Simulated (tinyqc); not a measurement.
# Worked calculation: p-n diode, drift-diffusion by the Gummel loop with Scharfetter-Gummel fluxes

Computed by the program tinyqc: `OMP_NUM_THREADS=1 python tinyqc.py 2240135 2240136 out.jsonl`, one thread of a shared Intel Xeon 2.30GHz, about 0.2 s for the whole run. Printed values are rounded.

Abrupt junction at x = 0, p side from -Lp, n side to Ln, ohmic contacts. psi is counted from the intrinsic level; n = ni exp((psi - phin)/Vt), p = ni exp((phip - psi)/Vt). Contacts: p side psi = V - Vt ln(Na/ni), p = Na, n = ni^2/Na; n side psi = Vt ln(Nd/ni), n = Nd, p = ni^2/Nd. Constant mobilities, D = mu Vt, Boltzmann statistics, SRH recombination through a mid-gap level, U = (n p - ni^2)/(tp (n + ni) + tn (p + ni)). Current is positive from the p contact to the n contact.

Inputs (values chosen for the exercise); band and dielectric values close to those of In0.53Ga0.47As:
```
symbol    value        unit                                 meaning
T           300           K                             temperature
Eg        0.748          eV                                band gap
eps_r      14.1                               relative permittivity
Nc      2.12e17       cm^-3  conduction-band density of states at T
Nv      7.76e18       cm^-3     valence-band density of states at T
Na       3.8e15       cm^-3          acceptor density of the p side
Nd       5.3e16       cm^-3             donor density of the n side
mun        7700  cm^2/(V s)                       electron mobility
mup         220  cm^2/(V s)                           hole mobility
tn         2e-9           s               SRH lifetime of electrons
tp         4e-9           s                   SRH lifetime of holes
G             0  cm^-3 s^-1                 uniform generation rate
V          0.17           V                   bias of the p contact
```

Constants: q = 1.602176634e-19 C, kB = 1.380649e-23 J/K, Vt = kB T/q, eps0 = 8.8541878128e-14 F/cm where lengths are in cm. Results are converted to the units shown.

## Intrinsic density and built-in voltage

ni = sqrt(Nc Nv) exp(-Eg/(2 Vt)), Eg in volts; Vbi = Vt ln(Na Nd/ni^2).

ni = 6.686138e11 cm^-3
Vbi = 0.5151244 V

## Round 1: Poisson equation

```
node,x (nm),phin at the start (V),phip at the start (V)
0,-1800,0.17,0.17
1,-1120,0,0.17
2,-683,0,0.17
3,-401,0,0.17
4,-218,0,0.17
5,-100,0,0.17
6,-24.5,0,0.17
7,24.5,0,0.17
8,95.1,0,0.17
9,197,0,0.17
10,344,0,0.17
11,555,0,0.17
12,860,0,0.17
13,1300,0,0
```

With phin and phip held, solve a_i (psi_(i+1) - psi_i) - a_(i-1) (psi_i - psi_(i-1)) + q w_i (p_i - n_i + C_i) = 0 for the inner nodes by Newton steps to convergence; a_i = eps0 eps_r/h_i, h_i = x_(i+1) - x_i, w_i = (h_(i-1) + h_i)/2, C = -Na or +Nd.

```
node,psi (V),n after Poisson (cm^-3),p after Poisson (cm^-3)
0,-0.0534984,1.176433e8,3.8e15
1,-0.0534935,8.443525e10,3.799279e15
2,-0.0532380,8.527392e10,3.761913e15
3,-0.0481067,1.039964e11,3.084655e15
4,-0.0057112,5.360828e11,5.984021e14
5,0.0946053,2.597013e13,1.235239e13
6,0.1945409,1.239708e15,2.587651e11
7,0.2791268,3.268135e16,9.815784e9
8,0.2909107,5.155369e16,6.222505e9
9,0.2916055,5.295817e16,6.057480e9
10,0.2916257,5.299942e16,6.052766e9
11,0.2916260,5.300000e16,6.052699e9
12,0.2916260,5.300001e16,6.052698e9
13,0.2916260,5.3e16,8.434800e6
```

## Round 1: electron continuity

With psi and p held, F_i = (mun Vt/h_i) [n_(i+1) B(d_i) - n_i B(-d_i)], d_i = (psi_(i+1) - psi_i)/Vt, B(d) = d/(exp(d) - 1); solve F_i - F_(i-1) = w_i [(n_i p_i - ni^2)/den_i - G] for the new n, with den = tp (n + ni) + tn (p + ni) taken at the old n and p, h_i = x_(i+1) - x_i, w_i = (h_(i-1) + h_i)/2; phin = psi - Vt ln(n/ni).

```
node,new n (cm^-3),phin after round 1 (V)
0,1.176433e8,0.1700000
1,3.945778e10,0.0196670
2,6.549668e10,0.0068215
3,9.827767e10,0.0014622
4,5.342188e11,0.0000900
5,2.596866e13,0.0000015
6,1.239704e15,0.0000001
7,3.268129e16,0.0000000
8,5.155360e16,0.0000000
9,5.295809e16,0.0000000
10,5.299935e16,0.0000000
11,5.299995e16,0.0000000
12,5.299997e16,0.0000000
13,5.3e16,0.0000000
```

## Round 1: hole continuity

With psi and the new n held, F_i = (mup Vt/h_i) [p_(i+1) B(-d_i) - p_i B(d_i)], d_i = (psi_(i+1) - psi_i)/Vt, B(d) = d/(exp(d) - 1); solve F_i - F_(i-1) = w_i [(n_i p_i - ni^2)/den_i - G] for the new p, with den = tp (n + ni) + tn (p + ni) taken at the new n and the old p, h_i = x_(i+1) - x_i, w_i = (h_(i-1) + h_i)/2; phip = psi + Vt ln(p/ni).

```
node,new p (cm^-3),phip after round 1 (V)
0,3.8e15,0.1700000
1,3.798902e15,0.1699974
2,3.761307e15,0.1699958
3,3.084028e15,0.1699947
4,5.982359e14,0.1699928
5,1.233634e13,0.1699664
6,2.581786e11,0.1699413
7,9.706445e9,0.1697104
8,5.824895e9,0.1682930
9,5.110431e9,0.1656049
10,4.329049e9,0.1613353
11,3.284436e9,0.1541964
12,1.887823e9,0.1398804
13,8.434800e6,0.0000000
```

## Course of the Gummel loop

Stop when phin and phip change by less than 1e-8 V, or after 80 rounds. J = Jn at the p contact + Jp at the n contact + q sum w_i U_i - q G sum w_i over the inner nodes, which avoids differences of large majority fluxes: Jn = (q mun Vt/h_0)[n_1 B(d_0) - n_0 B(-d_0)], Jp = (q mup Vt/h_last)[p_(N-1) B(d_last) - p_N B(-d_last)], d_i = (psi_(i+1) - psi_i)/Vt, B(d) = d/(exp(d) - 1), w_i = (h_(i-1) + h_i)/2.

Course of the iteration:
```
round,J (A/cm^2),"largest change of phin, phip (V)"
1,0.02349621,0.0301
2,0.02349441,1.38e-6
3,0.02349441,2.00e-10
```

Converged in 3 rounds.

## Recombination and current

```
node,converged psi (V),converged n (cm^-3),converged p (cm^-3)
0,-0.0534984,1.176433e8,3.8e15
1,-0.0534958,3.945222e10,3.799235e15
2,-0.0532420,6.548499e10,3.761892e15
3,-0.0481117,9.825821e10,3.084624e15
4,-0.0057154,5.341314e11,5.983337e14
5,0.0946031,2.596643e13,1.233740e13
6,0.1945401,1.239665e15,2.581868e11
7,0.2791268,3.268117e16,9.706478e9
8,0.2909107,5.155367e16,5.824887e9
9,0.2916056,5.295817e16,5.110423e9
10,0.2916257,5.299941e16,4.329043e9
11,0.2916260,5.300000e16,3.284432e9
12,0.2916260,5.300000e16,1.887821e9
13,0.2916260,5.3e16,8.434800e6
```

U_i as defined. J = Jn at the p contact + Jp at the n contact + q sum w_i U_i - q G sum w_i over the inner nodes, which avoids differences of large majority fluxes: Jn = (q mun Vt/h_0)[n_1 B(d_0) - n_0 B(-d_0)], Jp = (q mup Vt/h_last)[p_(N-1) B(d_last) - p_N B(-d_last)], d_i = (psi_(i+1) - psi_i)/Vt, B(d) = d/(exp(d) - 1), w_i = (h_(i-1) + h_i)/2.

```
node,U (cm^-3 s^-1)
0,0
1,1.965649e19
2,3.266453e19
3,4.902164e19
4,2.653289e20
5,2.413473e21
6,6.439775e19
7,2.423125e18
8,1.454026e18
9,1.275471e18
10,1.080132e18
11,8.189837e17
12,4.698376e17
13,0
```

Jn at the p contact = 0.01844754 A/cm^2
Jp at the n contact = 3.892160e-5 A/cm^2
recombination = 0.005007948 A/cm^2
generation = 0 A/cm^2
J = 0.02349441 A/cm^2

A 500-node mesh gives J = 0.02295 A/cm^2; this mesh differs from it by 5.4e-4 A/cm^2 (2.4 %).
